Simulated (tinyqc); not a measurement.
Two-step dopant diffusion (predeposition and drive-in) with a constant diffusivity: one step, computed by the program tinyqc. Command: `OMP_NUM_THREADS=1 python tinyqc.py 3018571 3018572 out.jsonl dopdiff walk`. One thread of a shared host (Intel(R) Xeon(R) Processor @ 2.30GHz), about 0.07 s of CPU time with the checks.

Fick diffusion into a half space x > 0 whose background doping C_B is of the opposite type, so that a junction lies where C = C_B.

Task: Predeposition. C = C_s erfc(x/(2 sqrt(D1 t1))); dose Q = 2 C_s sqrt(D1 t1/pi); the junction solves erfc(z) = C_B/C_s with x_j = 2 z sqrt(D1 t1).

Inputs (values chosen for the exercise, modelled on arsenic in silicon):

| quantity | value | unit |
|---|---|---|
| surface concentration C_s | 9.4e+19 | 1/cm^3 |
| background doping C_B | 7.2e+14 | 1/cm^3 |
| predeposition temperature T1 | 850 | C |
| drive-in temperature T2 | 1025 | C |

product D1 t1 = 2.104485e-14 cm^2

Give: dose Q; z; junction depth after predeposition.

Result:

dose Q = 1.539e+13 1/cm^2

z = 3.164

junction depth after predeposition = 0.009180 um
